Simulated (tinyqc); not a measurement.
## MOS capacitor on an n-type substrate, surface potential from the exact charge relation: effect of the density of interface traps on threshold and swing

Uniform n-type substrate, Boltzmann statistics, full ionisation, classical densities. psi is the surface potential against the body (positive when the bands bend down) and u = -psi/Vt. Traps are spread evenly over the gap and neutral at flat band, so their charge is -q Dit psi; the minority quasi-Fermi level is shifted by Vb.

ni = sqrt(Nc Nv) exp(-Eg/(2 Vt)), Eg in volts; phiF = Vt ln(N/ni); Cox = eps0 eox/tox; Vfb = phiM - chi - Vt ln(Nc/N) - q Nf/Cox; VT = Vfb - [(2 phiF + Vb)(1 + q Dit/Cox) + sqrt(2 eps0 eps_r q N (2 phiF + Vb))/Cox]. gamma = sqrt(2 eps0 eps_r q N)/Cox; Wm = sqrt(2 eps0 eps_r (2 phiF + Vb)/(q N)); m = 1 + (eps0 eps_r/Wm + q Dit)/Cox; swing m Vt ln 10; Cmin/Cox = 1/(1 + Cox Wm/(eps0 eps_r)).

Values chosen for this exercise; band and dielectric values close to those of silicon:
- T = 300 K (temperature)
- Eg = 1.14 eV (band gap)
- eps_r = 11.7 (relative permittivity)
- Nc = 2.84e19 cm^-3 (conduction-band density of states at T)
- Nv = 2.64e19 cm^-3 (valence-band density of states at T)
- chi = 4.11 eV (electron affinity)
- N = 5.7e17 cm^-3 (donor density of the substrate)
- eox = 3.9 (relative permittivity of the gate insulator (close to silicon dioxide))
- tox = 19 nm (insulator thickness)
- phiM = 4.78 eV (gate work function)
- Nf = 0 cm^-2 (fixed charge at the interface, in units of q)
- Vb = 0 V (reverse bias of the inversion layer against the body)

Constants: q = 1.602176634e-19 C, kB = 1.380649e-23 J/K, Vt = kB T/q, eps0 = 8.8541878128e-14 F/cm where lengths are in cm. Results are converted to the units shown.

The same in every row: Vfb (V) = 0.5690; 2 phiF (V) = 0.9398; gamma (V^0.5) = 2.393; Wm (nm) = 46.18; Cmin/Cox = 0.5525.

Effect of the density of interface traps on threshold and swing:
```
Dit (cm^-2 eV^-1)  VT (V)      m  swing (mV/decade)
0                  -2.691  2.234              133.0
1e10               -2.699  2.243              133.5
3e10               -2.716  2.261              134.6
1e11               -2.774  2.323              138.3
3e11               -2.940  2.499              148.8
1e12               -3.520  3.116              185.5
3e12               -5.177  4.879              290.4
1e13               -10.98  11.05              657.8
```

Read the table: what changes, and by how much?

As Dit goes from 0 to 1e13, VT falls from -2.69 to -11.0 V, the swing rises from 133 to 658 mV/decade and Cmin/Cox stays at 0.552. Vfb does not move.

Numbers from tinyqc (`OMP_NUM_THREADS=1 python tinyqc.py 2060146 2060147 out.jsonl`; about 0.01 s on one thread of a shared Intel Xeon 2.30GHz).
